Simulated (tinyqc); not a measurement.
Warping of the constant-energy contours: six-band Luttinger-Kohn model.

Six-band Luttinger-Kohn model in the basis |3/2,3/2>, |3/2,1/2>, |3/2,-1/2>, |3/2,-3/2>, |1/2,1/2>, |1/2,-1/2>, electron energies, zero at the top of the unstrained valence band. H = -[rows: (P+Q, -S, R, 0, -S/r2, r2 R); (-S*, P-Q, 0, R, -r2 Q, r32 S); (R*, 0, P-Q, S, r32 S*, r2 Q); (0, R*, S*, P+Q, -r2 R*, -S*/r2); (-S*/r2, -r2 Q, r32 S, -r2 R, P+Dso, 0); (r2 R*, r32 S*, r2 Q, -S/r2, 0, P+Dso)], r2 = sqrt(2), r32 = sqrt(3/2). Levels are twofold.

P = c g1 k^2 - av tr(e); Q = c g2 (kx^2 + ky^2 - 2 kz^2) - (b/2)(exx + eyy - 2 ezz); R = c sqrt3 [-g2 (kx^2 - ky^2) + 2i g3 kx ky] + (sqrt3/2) b (exx - eyy) - i d exy; S = 2 c sqrt3 g3 (kx - i ky) kz - d (exz - i eyz); c = hbar^2/2m0, e the strain tensor (not engineering shear).

Constants: hbar^2/2m0 = 3.80998211 eV angstrom^2.

Parameters, chosen for this exercise (near those of Ge; the results hold for these values, not for the real material): Dso = 0.293 eV (spin-orbit splitting); g1 = 13.45 (Luttinger gamma1); g2 = 4.25 (gamma2); g3 = 5.65 (gamma3); E_h = 5 meV (hole energy below the top).

No strain (e = 0). In the plane kz = 0, |k| where the top and second pairs lie E_h below the top, against the angle from [100]; m = c k^2/E_h.

Contours:
```
angle (degrees)  k top (1/angstrom)  k second (1/angstrom)  m top (m0)  m second (m0)
0                            0.0163                 0.0078       0.202          0.046
9                            0.0167                 0.0077       0.212          0.045
18                           0.0178                 0.0076       0.242          0.044
27                           0.0195                 0.0075       0.289          0.043
36                           0.0211                 0.0074       0.341          0.042
45                           0.0219                 0.0074       0.365          0.042
```

The heavy contour reaches 1.344 times as far along [110] as along [100], the light one 0.955 times. The warping follows g3 - g2 = 1.40 and would vanish for g2 = g3. Along [100] the heavy mass is 1/(g1 - 2 g2) = 0.202 at any energy, while the light one is 0.0458, against 1/(g1 + 2 g2) = 0.0456 at the edge, for E_h/Dso = 0.02.

(tinyqc, `OMP_NUM_THREADS=1 python tinyqc.py 1050762 1050763 out.jsonl`, Intel(R) Xeon(R) Processor @ 2.30GHz, 1 thread, shared host, about 0.3 s.)
